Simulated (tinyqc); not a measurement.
Mobility of a non-polar semiconductor in the relaxation-time approximation: one step, computed by the program tinyqc. Command: `OMP_NUM_THREADS=1 python tinyqc.py 3027077 3027078 out.jsonl rta walk`. One thread of a shared host (Intel(R) Xeon(R) Processor @ 2.30GHz), about 0.01 s of CPU time with the checks.

Each valley is treated as a sphere of mass m_d for states and rates, with one isotropic relaxation time; the conductivity mass m_c sets the current.

Task: Masses. m_d = (m_l m_t^2)^(1/3); 1/m_c = (1/m_l + 2/m_t)/3; Hall mass factor A = 3 K_m (K_m + 2)/(2 K_m + 1)^2, K_m = m_l/m_t; N_I = n (1 + C)/(1 - C).

Inputs (values chosen for the exercise, modelled on electrons in silicon): longitudinal mass m_l = 0.896 m_0; transverse mass m_t = 0.195 m_0; carrier density n = 6.7e+15 1/cm^3; compensation ratio C = 0.

Band: Kane. Impurity formula: Brooks-Herring. Further scattering: none.

Give: density-of-states mass m_d; conductivity mass m_c; Hall mass factor A; ionised impurity density N_I.

Result:

density-of-states mass m_d = 0.3242 m_0

conductivity mass m_c = 0.2638 m_0

Hall mass factor A = 0.8755

ionised impurity density N_I = 6.70e+15 1/cm^3
